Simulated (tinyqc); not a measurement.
Heavy doping: band filling, gap narrowing, band tails and the effective intrinsic density: one step, computed by the program tinyqc. Command: `OMP_NUM_THREADS=1 python tinyqc.py 3011608 3011609 out.jsonl gapnarrow walk`. One thread of a shared host (Intel(R) Xeon(R) Processor @ 2.30GHz), about 0.03 s of CPU time with the checks.

An n-type crystal above its Mott density, with all dopants ionised: n = N_D - N_A, ionised centres N_I = N_D + N_A. Valleys are taken as spherical with mass m_e.

Question. What optics and devices see. n = M_c (1/(2 pi^2)) (m_e/(hbar^2/2m_0))^(3/2) int sqrt(E) f dE, f = 1/(1 + exp((E - E_F)/k_B T)); trapezoid rule in t = sqrt(E/k_B T), step 0.02 up to 12; E_F by bisection from the band edge. n p/n_i^2 = exp(narrowing/k_B T) x (n/N) exp(-E_F/k_B T), N being the limit of n exp(-E_F/k_B T) far below the edge (taken at E_F = -12 k_B T); apparent narrowing = k_B T ln(n p/n_i^2).

Inputs (values chosen for the exercise, modelled on germanium):
```
quantity           value  unit
electron mass m_e  0.222   m_0
valleys M_c            4     -
hole mass m_h      0.337   m_0
temperature T        150     K
```

Conduction band: parabolic.

n = 3.30e+19 cm^-3

E_F above the band edge = 64.86865 meV

gap narrowing = 56.83750 meV

Constants: k_B = 8.617333262e-05 eV/K; hbar^2/(2 m_0) = 3.80998212 eV angstrom^2.

Give: apparent narrowing; log10(n p/n_i^2).

Answer.

apparent narrowing = 20.21 meV

log10(n p/n_i^2) = 0.6791

Degeneracy takes back 36.6 meV of the 56.8 meV of narrowing, and the minority density stays above its ideal value n_i^2/n. Caution: the screening length is well below a*, where static Thomas-Fermi screening overstates the Coulomb hole.
